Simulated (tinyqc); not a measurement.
Inside a calculation. Method: plane-wave Kohn-Sham cycle with exchange-only LDA in a layered model solid. One step of it, computed by the program tinyqc.

Question. Iteration 2: levels at that k. Diagonalise the Hermitian matrix.

H (hartree):
```
           -2         -1         +0         +1         +2
-2   1.025740  -0.254010  -0.084816   0.000893   0.000044
-1  -0.254010   0.026961  -0.254010  -0.084816   0.000893
+0  -0.084816  -0.254010  -0.305966  -0.254010  -0.084816
+1   0.000893  -0.084816  -0.254010   0.026961  -0.254010
+2   0.000044   0.000893  -0.084816  -0.254010   1.025740
```

Give: eigenvalues.

Answer.

eigenvalues (hartree): -0.5993  0.0455  0.1781  1.0832  1.0920
